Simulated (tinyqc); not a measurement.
Capacitance of parallel on-chip lines from Laplace's equation on a mesh: one step of the calculation.

Cross-section of an endless row of equal lines between two grounded planes; neighbours are driven in antiphase (+1 V and -1 V), so the plane midway between two lines is at 0 V. By symmetry one quarter is solved: x runs from the centre of a line (column 0, mirror) to that midplane (column 4, 0 V), y from the mid-height of the line (row 0, mirror) to the ground plane (row 4, 0 V). The line fills columns 0 to 2 and rows 0 to 1 at 1 V. Cells beside the line (below row 1) have e2, cells above have e1. Each link between nodes has the conductance g = mean permittivity of the two cells beside it (a cell beyond a mirror counts as 0), and the free nodes obey sum g (V_neighbour - V) = 0.

Problem. Capacitance per length. C = 4 eps0 sum g (difference of V)^2 over all links (twice the energy of the four quarters, line at 1 V). Plate estimate without fringing: eps0 [2 e1 w/hd + 2 e2 t/(s/2)], w = 4 hx, t = 2 hx, s/2 = 2 hx, hd = 3 hx.

Values chosen for this exercise:
```
symbol  value  unit                                          meaning
e1        3.9        relative permittivity above and below the lines
e2          1                relative permittivity between the lines
```

Constants: eps0 = 8.8541878128e-12 F/m. Results are converted to the units shown.

converged V (V):
```
,col 0,col 1,col 2,col 3,col 4
row 0,1.0000000,1.0000000,1.0000000,0.4503204,0.0000000
row 1,1.0000000,1.0000000,1.0000000,0.4006408,0.0000000
row 2,0.6308679,0.6111987,0.5272126,0.2630666,0.0000000
row 3,0.3010742,0.2867145,0.2345850,0.1244129,0.0000000
row 4,0.0000000,0.0000000,0.0000000,0.0000000,0.0000000
```

gx:
```
,col 0,col 1,col 2,col 3
row 0,0.5,0.5,0.5,0.5
row 1,2.45,2.45,2.45,2.45
row 2,3.9,3.9,3.9,3.9
row 3,3.9,3.9,3.9,3.9
row 4,1.95,1.95,1.95,1.95
```

gy:
```
,col 0,col 1,col 2,col 3,col 4
row 0,0.5,1,1,1,0.5
row 1,1.95,3.9,3.9,3.9,1.95
row 2,1.95,3.9,3.9,3.9,1.95
row 3,1.95,3.9,3.9,3.9,1.95
```

Wanted: C; plate estimate.

Solution.

C = 206.2 aF/um
plate estimate = 109.8 aF/um

tinyqc, about 0.8 s, one thread, Intel Xeon 2.30GHz (shared host): `OMP_NUM_THREADS=1 python tinyqc.py 2790107 2790108 out.jsonl`
